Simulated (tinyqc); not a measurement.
# Threshold-voltage variability of a planar MOSFET, analytic estimates: effects of single changes

Three independent sources add in quadrature: random dopants in the depleted layer, metal-gate grains of two orientations, and roughness of the two gate edges acting through the roll-off VT = VT(long) - Vr exp(-L/l). These are first-order estimates: no three-dimensional electrostatics, no percolation.

Inputs (values chosen for the exercise); material values close to those of silicon:
```
symbol    value   unit                                                 meaning
T           250      K                                             temperature
Eg          1.1     eV                                                band gap
eps_r      11.5                     relative permittivity of the semiconductor
Nc      2.15e19  cm^-3                  conduction-band density of states at T
Nv      1.99e19  cm^-3                     valence-band density of states at T
Na       1.4e18  cm^-3                                          channel doping
ti          1.6     nm                 oxide-equivalent thickness in inversion
L            45     nm                                             gate length
W           220     nm                                              gate width
G             5     nm                                        metal grain size
dW          0.3     eV  work-function difference of the two grain orientations
p           0.6               share of the orientation of higher work function
De          1.3     nm                          rms roughness of one gate edge
La           10     nm                     correlation length of the roughness
l           7.9     nm                  decay length of the threshold roll-off
Vr          1.7      V                               prefactor of the roll-off
```

Constants: q = 1.602176634e-19 C, kB = 1.380649e-23 J/K, Vt = kB T/q, eps0 = 8.8541878128e-14 F/cm where lengths are in cm. Results are converted to the units shown.

Each table varies one quantity; the others keep the values above.

## Effect of the oxide-equivalent thickness in inversion

ni = sqrt(Nc Nv) exp(-Eg/(2 Vt)), Eg in volts; Cox = 3.9 eps0/ti; Wd = sqrt(4 eps0 eps_r Vt ln(Na/ni)/(q Na)); dopants: s1 = (q/Cox) sqrt(Na Wd/(3 L W)). Grains: Ng = L W/G^2 (at least 1), s2 = dW sqrt(p (1 - p)/Ng). Edges, with exponential correlation and u = W/La: the mean gate length has sL^2 = 2 De^2 (2/u)[1 - (1 - exp(-u))/u]; s3 = sL (Vr/l) exp(-L/l). s = sqrt(s1^2 + s2^2 + s3^2). l and Vr are held fixed.

The same in every row: s2 (mV) = 7.385; s3 (mV) = 0.3914.

Effect of the oxide-equivalent thickness in inversion:
```
ti (nm)  s1 (mV)  s (mV)  s sqrt(L W) (mV um)
0.8        4.406   8.609               0.8566
1.2        6.609   9.918               0.9869
1.6        8.812   11.50                1.145
2          11.01   13.27                1.320
2.4        13.22   15.15                1.507
2.8        15.42   17.10                1.702
3.2        17.62   19.11                1.902
```

As ti goes from 0.8 to 3.2 nm, s rises from 8.61 to 19.1 mV. The largest source is the grains in the first row and the dopants in the last. s1 goes on average as ti^(1.00).

## Effect of the gate length

Same model as above.

l and Vr are held fixed.

Results:
```
L (nm)  s1 (mV)  s2 (mV)   s3 (mV)  s (mV)  s sqrt(L W) (mV um)
27        11.38    9.535     3.821   15.33                1.181
33        10.29    8.624     1.788   13.54                1.154
39        9.465    7.933    0.8366   12.38                1.147
47        8.622    7.227    0.3039   11.25                1.144
57        7.829    6.562   0.08570   10.22                1.144
82        6.528    5.471  0.003619   8.517                1.144
99        5.941    4.979  4.208e-4   7.752                1.144
```

Estimate the missing row, L = 68 nm.

Computed row:
```
L (nm)  s1 (mV)  s2 (mV)  s3 (mV)  s (mV)  s sqrt(L W) (mV um)
68        7.168    6.008  0.02129   9.353                1.144
```

With this row back in the table: As L goes from 27 to 99 nm, s falls from 15.3 to 7.75 mV. The dopants are the largest source in the first and the last row. The product s sqrt(L W) falls from 1.18 to 1.14 mV um: s1 and s2 go as 1/sqrt(L W), so the change comes from s3 alone. At L = 27 nm the depletion depth exceeds L, so source and drain share much of the charge and s1 is rough.

## Effect of the correlation length of the roughness

Same model as above.

l and Vr are held fixed.

The same in every row: s1 (mV) = 8.8117; s2 (mV) = 7.3855.

Effect of the correlation length of the roughness:
```
La (nm)  s3 (mV)  s (mV)  s sqrt(L W) (mV um)
2        0.17836  11.499               1.1441
5        0.28006  11.501               1.1443
10       0.39143  11.504               1.1446
20       0.54022  11.510               1.1452
40       0.72511  11.520               1.1463
80       0.92033  11.534               1.1476
160       1.0829  11.548               1.1490
```

What does the comparison show?

As La goes from 2 to 160 nm, s stays near 11.5 mV. The dopants are the largest source in the first and the last row. The edge term s3 rises from 0.178 to 1.08 mV: a longer correlation averages out less along the width.

## Scaling length and width together

Same model as above.

l and Vr are held fixed. W = 4.888888889 L in every row; l is held fixed.

Results:
```
L (nm)  s1 (mV)  s2 (mV)   s3 (mV)  s (mV)  s sqrt(L W) (mV um)
29        13.67    11.46     3.646   18.21                1.168
36        11.01    9.232     1.359   14.44                1.149
54        7.343    6.155    0.1148   9.582                1.144
66        6.008    5.036   0.02282   7.839                1.144
81        4.895    4.103  0.003094   6.387                1.144
99        4.005    3.357  2.874e-4   5.226                1.144
```

Estimate the missing row, L = 44 nm.

Computed row:
```
L (nm)  s1 (mV)  s2 (mV)  s3 (mV)  s (mV)  s sqrt(L W) (mV um)
44        9.012    7.553   0.4490   11.77                1.145
```

With this row back in the table: As L goes from 29 to 99 nm, s falls from 18.2 to 5.23 mV. The dopants are the largest source in the first and the last row. The product s sqrt(L W) falls from 1.17 to 1.14 mV um: s1 and s2 go as 1/sqrt(L W), so the change comes from s3 alone. At L = 29 nm the depletion depth exceeds L, so source and drain share much of the charge and s1 is rough.

Computed by the program tinyqc: `OMP_NUM_THREADS=1 python tinyqc.py 2090141 2090142 out.jsonl`, one thread of a shared Intel Xeon 2.30GHz, about 0.02 s for the whole run.
